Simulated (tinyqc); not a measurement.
Anisotropic elasticity and sound waves of a cubic crystal: one step, computed by the program tinyqc.

Voigt order 1..6 = xx, yy, zz, yz, xz, xy, with engineering shear strains. The rotated frame has x' as named, z' along the wafer normal and y' = z' x x'.

Question. Sound waves along the wave normal. In the cube axes, with unit normal n: G_ij = (C12 + C44) n_i n_j + (C44 - H n_i^2) delta_ij, eigenvalues rho v^2, eigenvectors u (columns, largest component positive). Group velocity V_i = [(C12 + C44)(u.n) u_i + C44 n_i - H u_i^2 n_i]/(rho v); its angle to n has cosine v/|V|.

Inputs (values chosen for the exercise, modelled on diamond): C12 = 127.4 GPa; C44 = 571.4 GPa; density rho = 3.483 g/cm^3.

Frame: (001) wafer, x' along [210].

wave normal (not normalised): 5  4.5  1.2

H = 212.2 GPa

Give: Christoffel matrix; phase velocities; polarisations; group speeds; angles between V and n.

Answer.

Christoffel matrix (GPa):
```
       x      y      z
x  831.9  336.8   89.8
y  336.8  782.4   80.8
z   89.8   80.8  586.4
```

phase velocities (m/s): 11610  12696  18327

polarisations:
```
      slow     fast  longitudinal
x  -0.6832  -0.1346        0.7177
y   0.7300  -0.1530        0.6662
z   0.0201   0.9790        0.2027
```

group speeds (m/s): 11627  12754  18338

angles between V and n (degree): 3.081  5.440  1.947

Energy flows off the wave normal by up to 5.4 degrees, for the fast transverse wave.
